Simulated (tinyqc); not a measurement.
# Worked calculation: programming of a floating-gate cell by Fowler-Nordheim tunnelling

Computed by the program tinyqc: `OMP_NUM_THREADS=1 python tinyqc.py 2130077 2130078 out.jsonl`, one thread of a shared Intel Xeon 2.30GHz, about 0.01 s for the whole run. Printed values are rounded.

Per tunnel area the floating gate has Ctun = 3.9 eps0/tox to the channel (0 V) and Ccg to the control gate, Ct = Ctun/(1 - ag), no other coupling. With the threshold shift U = -Q/Ccg the field is F = ag (Vg - U)/tox, and dU/dt = J/Ccg. Fowler-Nordheim: J = A F^2 exp(-B/F), A = q^2/(16 pi^2 hbar mo phi) (times 1e14 for A/cm^2 with F in V/nm, emitter mass m0), B = (4/3) sqrt(mo/C) phi^1.5, C = hbar^2/(2 m0).

Values chosen for this exercise; oxide values close to those of silicon dioxide: tunnel barrier phi = 3.08 eV; tunnelling mass mo = 0.48 m0; tunnel oxide thickness tox = 7.8 nm; coupling ratio Ccg/Ct ag = 0.54; tunnel area ar = 1600 nm^2; threshold shift at the start Vt0 = -2.5 V; control-gate voltage Vg = 12.9 V; time step dt = 34 us; steps n = 11.

Constants: q = 1.602176634e-19 C, hbar = 1.054571817e-34 J s, m0 = 9.1093837015e-31 kg, eps0 = 8.8541878128e-14 F/cm where lengths are in cm, hbar^2/(2 m0) = 0.0380998212 eV nm^2. Results are converted to the units shown.

Range of the model: Programming fields of 10 MV/cm and more wear the oxide; trapping and the channel potential are ignored.

## Constants of the cell

A, B, Ccg = ag Ct, the starting field and current, K = A B ag/(Ccg tox), and the knee time t0 = exp(B/F(0))/K.

A = 1.042637e8 A cm^-2 (V/nm)^-2
B = 25.58138 V/nm
Ccg = 0.5197023 uF/cm^2
F(0) = 1.066154 V/nm
J(0) = 0.004500664 A/cm^2
K = 3.553051e14 1/s
t0 = 74.11305 us
electrons for 1 V of shift = 51.89963

## Explicit time steps against the exact solution

U(new) = U + dt J(F(U))/Ccg. Exact: exp(B/F(t)) = exp(B/F(0)) + K t, K = A B ag/(Ccg tox), and U = Vg - tox F/ag.

| step | t (us) | F (V/nm) | J (A/cm^2) | U by steps (V) | U exact (V) |
|---|---|---|---|---|---|
| 0 | 0 | 1.066154 | 0.004500664 | -2.500000 | -2.500000 |
| 1 | 34 | 1.045769 | 0.002712619 | -2.205557 | -2.261411 |
| 2 | 68 | 1.033483 | 0.001980753 | -2.028092 | -2.093190 |
| 3 | 102 | 1.024512 | 0.001567201 | -1.898507 | -1.963820 |
| 4 | 136 | 1.017414 | 0.001298465 | -1.795978 | -1.859021 |
| 5 | 170 | 1.011533 | 0.001108939 | -1.711029 | -1.771130 |
| 6 | 204 | 1.006510 | 9.677798e-4 | -1.638480 | -1.695564 |
| 7 | 238 | 1.002127 | 8.584315e-4 | -1.575166 | -1.629371 |
| 8 | 272 | 0.998239 | 7.711687e-4 | -1.519006 | -1.570537 |
| 9 | 306 | 0.994746 | 6.998851e-4 | -1.468554 | -1.517630 |
| 10 | 340 | 0.991576 | 6.405457e-4 | -1.422766 | -1.469597 |
| 11 | 374 | 0.988675 | 5.903741e-4 | -1.380861 | -1.425638 |

The steps run ahead by 55.9 mV after the first and 44.8 mV after the last, as each uses the larger current of its start; the step is 0.46 of the knee time t0. The overshoot lowers the field, so later steps gain less than the exact curve and the error ends smaller than after the first step.
